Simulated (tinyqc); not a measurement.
Plane-wave Kohn-Sham cycle with exchange-only LDA in a layered model solid, step by step. One step of it, computed by the program tinyqc.

Problem. Iteration 1: potential. V_H(G) = 4 pi rho(G)/G^2 for G != 0 (uniform background); v_x = -(3 rho/pi)^(1/3); V = V_ext + V_H + v_x; Fourier components f(G_m) = (1/N) sum_j f(x_j) exp(-i G_m x_j).

A solid whose potential varies along x alone (atomic units):
```
parameter,value
period a,16.700000
cross-section of the cell,19.000000
electrons per cell,2
grid points,16
"plane waves -n..n, n",2
k points,3
V1 in V1 cos(2 pi x/a),-0.650000
V2 in V2 cos(4 pi x/a),0.160000
```

density at the start, on the grid x_j = j a/N (e/bohr^3): 0.00630318  0.00630318  0.00630318  0.00630318  0.00630318  0.00630318  0.00630318  0.00630318  0.00630318  0.00630318  0.00630318  0.00630318  0.00630318  0.00630318  0.00630318  0.00630318

Give: Potentials on the grid; V(G_m), m = 0, 1, 2, ....

Solution.

Potentials on the grid (hartree):
```
x,V_ext,V_H,v_x,V
0.000,-0.490,0.000,-0.182,-0.672
1.044,-0.487,0.000,-0.182,-0.669
2.087,-0.460,0.000,-0.182,-0.642
3.131,-0.362,0.000,-0.182,-0.544
4.175,-0.160,0.000,-0.182,-0.342
5.219,0.136,0.000,-0.182,-0.046
6.263,0.460,0.000,-0.182,0.278
7.306,0.714,0.000,-0.182,0.532
8.350,0.810,0.000,-0.182,0.628
9.394,0.714,0.000,-0.182,0.532
10.438,0.460,0.000,-0.182,0.278
11.481,0.136,0.000,-0.182,-0.046
12.525,-0.160,0.000,-0.182,-0.342
13.569,-0.362,0.000,-0.182,-0.544
14.613,-0.460,0.000,-0.182,-0.642
15.656,-0.487,0.000,-0.182,-0.669
```

V(G_m), m = 0, 1, 2, ... (hartree): -0.182  -0.325  0.080  0.000  0.000
